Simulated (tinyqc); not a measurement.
Inside a calculation. Model: solid solubility of a dopant against its melt (retrograde solidus), clustering and the electrically active fraction. Computed by tinyqc, a small Python program that keeps every step. Command: `OMP_NUM_THREADS=1 python tinyqc.py 3023318 3023319 out.jsonl retro walk`. One thread of a shared host (Intel(R) Xeon(R) Processor @ 2.30GHz), about 0.01 s of CPU time with the checks. Intermediate numbers are printed to about 6 digits and carried at full precision; extremes and crossings named in words are read from the listed rows.

Inputs (values chosen for the exercise, of the order of those of aluminium in silicon for the solubility):
```
quantity                                      value        unit
melting point of the host T_m                  1687           K
heat of melting of the host H_f                50.2      kJ/mol
interaction L of the melt                      -4.5      kJ/mol
enthalpy of transfer from melt to solid H     0.589          eV
entropy of transfer S                         -1.97         k_B
site density N0                               5e+22      1/cm^3
temperature T                                  1130           K
total dopant density N_t                    4.1e+20      1/cm^3
atoms per cluster m                               4           -
cluster scale N* at 1273 K                  2.8e+20      1/cm^3
activation energy E_b of the cluster scale     0.28          eV
anneal temperature T_a                         1125           K
mobility mu                                      90  cm^2/(V s)
```

Clustering: clusters of m atoms, electrons left out.

Constants: R = 8.314462618 J/(mol K); k_B = 8.617333262e-05 eV/K; e = 1.602176634e-19 C; N_A = 6.02214076e+23 1/mol.

## Liquidus and solidus at T

x_l and x_s are atom fractions of the dopant in melt and solid; the solid is dilute. Liquidus of the host: R T ln(1 - x_l) + L x_l^2 = -H_f (1 - T/T_m). Distribution: k = x_s/x_l = exp[L (1 - x_l)^2/(R T)] exp(S/k_B - H/(k_B T)), the first factor being the activity coefficient in the melt. Solubility = x_s N0; at T_m x_l = 0.

x_l = 0.772053

distribution coefficient k = 3.21146e-04

x_s = 2.47942e-04

solubility = 1.23971e+19 1/cm^3

k at the melting point = 0.00176002

k has changed by a factor 0.18 from its value at T_m, while x_l has grown from 0 to 0.772.

## The retrograde maximum

The largest x_s N0 between 900 K and T_m. For an ideal melt with constant heats the maximum has x_l = H_f/(H + H_f), H in the same units.

temperature of the maximum = 1412.96 K

largest solubility = 2.26574e+19 1/cm^3

x_l there = 0.458589

ideal-melt value H_f/(H + H_f) = 0.469028

The maximum lies 274 K below T_m: above it the melt runs out of dopant, below it k falls as exp(-H/(k_B T)).

## The solidus

The formulas are those given above.

Against temperature:
```
T (K)       x_l           k  solubility (1/cm^3)  over the maximum
1000   0.871022  0.00014863          6.47291e+18          0.285687
1100   0.797484  0.00027359          1.09093e+19          0.481489
1200   0.706859  0.00045073          1.59301e+19          0.703089
1300   0.599751  0.00067931          2.03708e+19          0.899082
1400   0.475924  0.00095065          2.26218e+19          0.998433
1500   0.333689  0.00124714          2.08079e+19          0.918372
1580   0.203971  0.00148395          1.51342e+19          0.667958
1640   0.094802  0.00164810          7.81215e+18          0.344795
1675   0.025116  0.00173330          2.17664e+18          0.096068
```

Between the first rows the Arrhenius energy of the solubility is 0.49 eV, against H = 0.589 eV; it shrinks to zero at 1413 K and turns negative beyond. A crystal saturated at the maximum precipitates dopant-rich liquid on cooling and on heating alike. Below a eutectic or compound temperature another phase would set the limit.

## Active fraction after the anneal

A highly soluble donor (another dopant than that of the solidus) is limited by clustering. Donors N_a are active, and clusters hold m atoms each: N_t = N_a + m C, m C = N* (N_a/N*)^m, with N*(T) = N*(1273 K) exp[-(E_b/k_B)(1/T - 1/1273)]. Resistivity = 1/(e mu N_a).

N*(T_a) = 2.00137e+20 1/cm^3

active density N_a = 2.02060e+20 1/cm^3

active fraction = 0.492829

resistivity = 0.343216 milliohm cm

Doubling the dose would raise N_a by only 28 %. Caution: this clustering law is a generic form; degeneracy and a doping-dependent mobility are left out.

## Active against total

A highly soluble donor (another dopant than that of the solidus) is limited by clustering. Donors N_a are active, and clusters hold m atoms each: N_t = N_a + m C, m C = N* (N_a/N*)^m, with N*(T) = N*(1273 K) exp[-(E_b/k_B)(1/T - 1/1273)].

Active density (1/cm^3):
```
N_t (1/cm^3)   N_a at T_a  fraction  N_a at T_a + 150 K  N_a at T_a - 150 K
1.00e+19      9.99875e+18  0.999875         9.99955e+18         9.99528e+18
3.00e+19      2.99003e+19  0.996676         2.99637e+19         2.96351e+19
1.00e+20      9.13234e+19  0.913234         9.61527e+19         8.03150e+19
2.00e+20      1.44943e+20  0.724716         1.65903e+20         1.15578e+20
5.00e+20      2.18042e+20  0.436085         2.67957e+20         1.63329e+20
1.00e+21      2.76012e+20  0.276012         3.47050e+20         2.02619e+20
2.00e+21      3.39660e+20  0.169830         4.32024e+20         2.46732e+20
5.00e+21      4.37321e+20  0.087464         5.60413e+20         3.15450e+20
```

The exponent d ln N_a/d ln N_t falls from 1.00 to 0.28, towards 1/m = 0.250. At the highest dose a 150 K hotter anneal gives 1.28 times the active density, and a later step 150 K cooler would cut it to 0.72 if it ran to equilibrium: short hot anneals come last. For ionised donors far above n_i the electrons enter the mass action too and halve the limiting exponent.

Checks made by the program: the ideal-melt maximum (relative difference 1e-08).
